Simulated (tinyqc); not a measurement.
Inside a calculation. Method: one-electron ion in a basis of Gaussians. Computed by tinyqc, a small Python program that keeps every step. Settings: Z = 6, l = 0. Command: `OMP_NUM_THREADS=1 python tinyqc.py 28906 28907 out.jsonl` (the two numbers bound the seeds that draw the settings). One thread of a shared host (Intel(R) Xeon(R) Processor @ 2.60GHz), about 0.01 s of CPU time with the checks.

## Matrices over normalised Gaussians

exponents of r^l exp(-a r^2) (1/bohr^2): 1.89600  9.28800  45.51000  223.00000

Z = 6

l = 0

With p = a_i + a_j and I(k) = Gamma((k+1)/2) / (2 p^((k+1)/2)): S = I(2l+2), T = (2l+3) a_i a_j S / p, V = -Z I(2l+1), each divided by sqrt(S_ii S_jj).

S, lower triangle:
```
         1        2        3        4
1  1.00000
2  0.65008  1.00000
3  0.24533  0.65001  1.00000
4  0.07820  0.24529  0.65000  1.00000
```

T (hartree), lower triangle:
```
         1         2         3          4
1  2.84400
2  3.07082  13.93200
3  1.33964  15.04199  68.26500
4  0.44102   6.56140  73.70307  334.50000
```

V (hartree), lower triangle:
```
           1          2          3           4
1  -13.18380
2  -14.71887  -29.17981
3  -11.43607  -32.57680  -64.59140
4   -7.93920  -25.31016  -72.11068  -142.97949
```

## Generalised eigenproblem

H = T + V (hartree), lower triangle:
```
           1          2        3          4
1  -10.33980
2  -11.64805  -15.24781
3  -10.09644  -17.53481  3.67360
4   -7.49818  -18.74875  1.59238  191.52051
```

Solve H C = S C e through S^(-1/2); each column has its largest component positive (the first on a tie).

eigenvalues of S: 0.14037  0.42421  1.13143  2.30399

eigenvalues (hartree): -17.90992  -3.12707  43.35147  364.29651

coefficients:
```
         1         2         3         4
1  0.19699   1.26635  -0.52520  -0.16707
2  0.69832  -0.81864   1.41153   0.55116
3  0.21831  -0.11488  -1.35108  -1.25186
4  0.03981  -0.02630  -0.00111   1.39409
```

For Z = 6 and l = 0 the exact lowest level is -Z^2/(2 n^2) with n = l + 1: -18.000000 hartree.
